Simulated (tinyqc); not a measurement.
From results back to parameters: phonon-assisted absorption at an indirect gap. Three cases, with inputs chosen for the exercise.

Problem. A slab transmits Tr = (1 - R)^2 x/(1 - R^2 x^2) with x = exp(-alpha d) and R = ((nr - 1)/(nr + 1))^2.

Case 1.

Values chosen (out of a larger set: loosely those of SiGe at room temperature; Eg is not tied to T; not measured data): nr = 3.78 (refractive index); d = 160 micrometre (thickness).

Tr = 1.99205e-11

Case 2.

Values chosen (out of a larger set: loosely those of AlAs at room temperature; Eg is not tied to T; not measured data): nr = 3.07 (refractive index); d = 140 micrometre (thickness).

Tr = 0.00181004

Case 3.

Values chosen (out of a larger set: loosely those of SiGe at room temperature; Eg is not tied to T; not measured data): nr = 3.86 (refractive index); d = 160 micrometre (thickness).

Tr = 0.00214552

Find: x; alpha.

Solution. Tr R^2 x^2 + (1 - R)^2 x - Tr = 0; take the positive root, then alpha = -ln(x)/d.

Case 1.

x = 4.549e-11
alpha = 1.49e+03 1/cm

Case 2.

x = 0.003294
alpha = 408 1/cm

Case 3.

x = 0.005021
alpha = 331 1/cm

Computed by tinyqc, one run a case: `OMP_NUM_THREADS=1 python tinyqc.py N N+1 out.jsonl` with N = 1650055, 1650099, 1650160; one thread of a shared Intel(R) Xeon(R) Processor @ 2.30GHz, about 0.01 s a run at most.
